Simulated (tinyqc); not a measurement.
# Nanowire ballistic transistor, top-of-the-barrier model: what changes with what

At the top of the source barrier, states moving towards the drain are filled by the source (Fermi level 0) and states moving back by the drain (Fermi level -q Vd); nothing scatters. U is the shift of the band edge there, set by the capacitances CG, CD and CS (the total) and by the charge. Parabolic one-dimensional subbands; the source is grounded.

Inputs (values chosen for the exercise); mass and valleys close to those of gallium arsenide: temperature T = 300 K; effective mass m = 0.0648 m0; valley degeneracy gv = 1; relative permittivity of the gate insulator eox = 3.9; insulator thickness tox = 3.7 nm; wire diameter d = 6 nm; offset of a second subband (0: none) dE = 0.23 eV; gate control CG/CS aG = 0.78; drain control CD/CS aD = 0.043; band edge at the barrier top above the source Fermi level at zero bias E0 = 0.22 eV; drain voltage Vd = 0.05 V.

Constants: q = 1.602176634e-19 C, kB = 1.380649e-23 J/K, hbar = 1.054571817e-34 J s, h = 6.62607015e-34 J s, m0 = 9.1093837015e-31 kg, Vt = kB T/q, eps0 = 8.8541878128e-14 F/cm where lengths are in cm. Results are converted to the units shown.

Each table varies one quantity; the others keep the values above.

## Transfer curve

N0 = gv sqrt(2 m kB T/pi)/hbar, CG = 2 pi eps0 eox/ln(1 + 2 tox/d), CS = CG/aG, n0 = n at U = 0 and Vd = 0. eta1 = -(E0 + U)/Vt, eta2 = eta1 - Vd/Vt, n = (N0/2)[F_(-1/2)(eta1) + F_(-1/2)(eta2)], F_(-1/2)(x) = (1/sqrt(pi)) int_0^infinity u^(-1/2)/(1 + exp(u - x)) du. Each F is summed over the two subbands, F(eta) + F(eta - dE/Vt), which share the mass. U = UL + q (n - n0)/CS with UL = -(aG Vg + aD Vd), energies in eV. I = gv (2 q^2/h) Vt [ln(1 + exp eta1) - ln(1 + exp eta2)], summed over both subbands. CQ = (q/Vt) dn/d(eta1).

Results:
```
Vg (V),eta1,n (cm^-1),I (uA),mean velocity I/(q n) (cm/s),CQ/CS
0,-8.4267,148.24,3.7518e-4,1.5797e7,2.6534e-4
0.09,-5.7149,2227.4,0.0056385,1.5800e7,0.0039793
0.17,-3.3392,23491,0.059571,1.5828e7,0.041144
0.26,-0.95979,2.1118e5,0.54162,1.6008e7,0.31148
0.35,0.83566,7.2509e5,1.8195,1.5662e7,0.70457
0.44,2.3382,1.4026e6,3.0367,1.3513e7,0.86900
0.61,5.2072,2.6652e6,3.8527,9.0225e6,0.67142
0.7,6.8548,3.2617e6,4.0688,7.7859e6,0.65851
```

Estimate the missing row, Vg = 0.52 V.

Computed row:
```
Vg (V),eta1,n (cm^-1),I (uA),mean velocity I/(q n) (cm/s),CQ/CS
0.52,3.6424,2.0224e6,3.6012,1.1114e7,0.80763
```

With this row back in the table: The current rises from 3.75e-4 to 4.07 uA. Between the first two rows the swing is 76.5 mV a decade, against Vt ln 10/aG = 76.3. CQ/CS goes from 2.7e-4 to 0.66, so a volt on the gate moves the band edge by 0.78 eV in the first row and 0.47 eV in the last. The mean velocity goes from 1.58e7 through a maximum of 1.60e7 (at Vg = 0.26 V among the rows listed) to 7.79e6 cm/s.

## Effect of the drain control CD/CS

Same model as above.

CQ = (q/Vt) dn/d(eta1). E0 is held fixed.

In this table Vg = 0.5 V, Vd = 0.5 V.

Result of one run:
```
aD,eta1,n (cm^-1),I (uA),mean velocity I/(q n) (cm/s),CQ/CS
0.02,4.4836,1.3851e6,9.0274,4.0680e7,0.31677
```

What becomes of these results when the drain control CD/CS aD is changed from 0.02 to 0.14, all else the same?

Result of the changed run:
```
aD,eta1,n (cm^-1),I (uA),mean velocity I/(q n) (cm/s),CQ/CS
0.14,6.2588,1.6899e6,12.679,4.6829e7,0.31752
```

The whole series:
```
aD,eta1,n (cm^-1),I (uA),mean velocity I/(q n) (cm/s),CQ/CS
0,4.1908,1.3325e6,8.4425,3.9544e7,0.32619
0.02,4.4836,1.3851e6,9.0274,4.0680e7,0.31677
0.04,4.7782,1.4366e6,9.6200,4.1796e7,0.30949
0.06,5.0742,1.4873e6,10.220,4.2887e7,0.30463
0.08,5.3710,1.5376e6,10.826,4.3944e7,0.30254
0.1,5.6679,1.5878e6,11.438,4.4960e7,0.30364
0.12,5.9642,1.6384e6,12.055,4.5925e7,0.30844
0.14,6.2588,1.6899e6,12.679,4.6829e7,0.31752
```

As aD goes from 0 to 0.14, n rises from 1.33e6 to 1.69e6 cm^-1, the mean velocity rises from 3.95e7 to 4.68e7 cm/s and the current rises from 8.44 to 12.7 uA. CQ/CS goes from 0.33 to 0.32.

## Effect of the valley degeneracy

Same model as above.

CQ = (q/Vt) dn/d(eta1). E0 is held fixed.

In this table Vg = 0.5 V, Vd = 0.5 V.

Result of one run:
```
gv,eta1,n (cm^-1),I (uA),mean velocity I/(q n) (cm/s),CQ/CS
3,2.327,2.839e6,14.55,3.200e7,1.274
```

What becomes of these results when the valley degeneracy gv is changed from 3 to 4, all else the same?

Result of the changed run:
```
gv,eta1,n (cm^-1),I (uA),mean velocity I/(q n) (cm/s),CQ/CS
4,1.716,3.180e6,15.08,2.959e7,1.833
```

The whole series:
```
gv,eta1,n (cm^-1),I (uA),mean velocity I/(q n) (cm/s),CQ/CS
1,4.823,1.444e6,9.710,4.196e7,0.3086
2,3.272,2.310e6,13.27,3.586e7,0.7363
3,2.327,2.839e6,14.55,3.200e7,1.274
4,1.716,3.180e6,15.08,2.959e7,1.833
6,0.9693,3.598e6,15.52,2.692e7,2.832
```

As gv goes from 1 to 6, n rises from 1.44e6 to 3.60e6 cm^-1, the mean velocity falls from 4.20e7 to 2.69e7 cm/s and the current rises from 9.71 to 15.5 uA. CQ/CS goes from 0.31 to 2.8.

Numbers from tinyqc (`OMP_NUM_THREADS=1 python tinyqc.py 2400159 2400160 out.jsonl`; about 0.06 s on one thread of a shared Intel Xeon 2.30GHz).
